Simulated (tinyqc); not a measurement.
# Thin-film transistor with exponential tail and deep states, accumulation layer: transfer curve

An undoped film in accumulation, thicker than the space-charge layer. With band bending psi the Fermi level lies E0 - psi below the band edge. Free electrons n = n0 exp(psi/Vt) carry the current; electrons in two exponential distributions of traps, a = a0 exp(psi/Va) and d = d0 exp(psi/Vp), do not. Linear regime, ohmic contacts, traps in equilibrium.

Va = kB Tt/q, Vp = kB Td/q; n0 = Nc exp(-E0/Vt), a0 = Nt th(T/Tt) exp(-E0/Va), d0 = Nd th(T/Td) exp(-E0/Vp), th(x) = pi x/sin(pi x). G(psi) = sum over the three kinds of c0 [V (exp(psi/V) - 1) - psi], field F = sqrt(2 q G/(eps0 eps_r)); Vg = psi + eps0 eps_r F/Ci at the surface. Total charge Q = Ci (Vg - psi_s); free charge Qf = q times the integral of n0 (exp(psi/Vt) - 1)/F over psi from 0 to psi_s; I = (W/L) mb Qf Vd; effective mobility mb Qf/Q. The last column is d ln I/d ln Vg.

Inputs (values chosen for the exercise); values close to those of an organic semiconductor:

| symbol | value | unit | meaning |
|---|---|---|---|
| T | 270 | K | temperature |
| eps_r | 3.2 |  | relative permittivity of the semiconductor |
| Nc | 1.1e20 | cm^-3 | density of extended states |
| mb | 3.5 | cm^2/(V s) | band mobility |
| Nt | 8.1e19 | cm^-3 | total density of tail states |
| Tt | 400 | K | characteristic temperature of the tail |
| Nd | 2.9e17 | cm^-3 | total density of deep states |
| Td | 1190 | K | characteristic temperature of the deep states |
| E0 | 0.63 | eV | bulk Fermi level below the band edge |
| Ci | 12 | nF/cm^2 | gate capacitance |
| WL | 20 |  | ratio W/L |
| Vd | 0.05 | V | drain voltage |

Constants: q = 1.602176634e-19 C, kB = 1.380649e-23 J/K, Vt = kB T/q, eps0 = 8.8541878128e-14 F/cm where lengths are in cm. Results are converted to the units shown.

Result of one run:
```
E0 - psi_s (eV)  Q (nC/cm^2)  free share (%)  effective mobility (cm^2/(V s))  I (nA)  exponent
0.2410                 28.93          0.5869                          0.02054  0.5943     3.058
```

Which gate voltage above flat band Vg gave this result: 1, 1.7, 2.8 or 32 V?

Vg = 2.8 V.

The whole series:
```
Vg (V)  E0 - psi_s (eV)  Q (nC/cm^2)  free share (%)  effective mobility (cm^2/(V s))    I (nA)  exponent
0.64             0.4305        5.286        0.004784                         1.674e-4  8.850e-4     4.947
1                0.3644        8.813         0.02886                         0.001010  0.008901     5.157
1.7              0.2936        16.36          0.1817                         0.006360    0.1041     4.008
2.8              0.2410        28.93          0.5869                          0.02054    0.5943     3.058
4.5              0.1992        48.83           1.301                          0.04552     2.223     2.552
7.4              0.1599        83.16           2.508                          0.08779     7.300     2.256
12               0.1244        137.9           4.303                           0.1506     20.77     2.082
20              0.08864        233.5           7.113                           0.2490     58.13     1.954
32              0.05703        377.1           10.78                           0.3772     142.2     1.856
```

The current rises from 8.85e-4 to 142 nA and the free share rises from 0.00478 to 10.8 %; the exponent goes from 4.95 through a maximum of 5.16 (at Vg = 1 V among the rows listed) to 1.86. If one kind of trap held all the charge, I would go as Q^(2 Tx/T - 1): 7.81 for the deep states, 1.96 for the tail and 1 for free electrons alone. For Vg = 12 to 32 V the th form, which assumes a Fermi level far below the edge, overcounts the filled tail at the surface by more than 15 %.

tinyqc, about 0.02 s, one thread, Intel Xeon 2.30GHz (shared host): `OMP_NUM_THREADS=1 python tinyqc.py 2610005 2610006 out.jsonl`
